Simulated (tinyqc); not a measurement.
## Weibull slope from two areas

Inverse problem. Oxide breakdown times follow a Weibull law, F = 1 - exp(-(t/t63)^beta). For defects spread at random t63 goes as A^(-1/beta). Find beta and the time at which the share Fp of the area-A2 devices has failed, t63(A2) (-ln(1 - Fp))^(1/beta).

Inputs (values chosen for the exercise):
- A1 = 170 um^2 (area of a test capacitor)
- A2 = 2.7e6 um^2 (gate area of the product)
- Fp = 1e-6 (allowed share of failed products)

t63 at the areas A1 and A2 (s): 79  0.18709204

Answer. beta = ln(A2/A1)/ln(t63(A1)/t63(A2)).

beta = 1.600
time to Fp = 3.327e-5 s

tinyqc, about 0.01 s, one thread, Intel Xeon 2.30GHz (shared host): `OMP_NUM_THREADS=1 python tinyqc.py 2070162 2070163 out.jsonl`
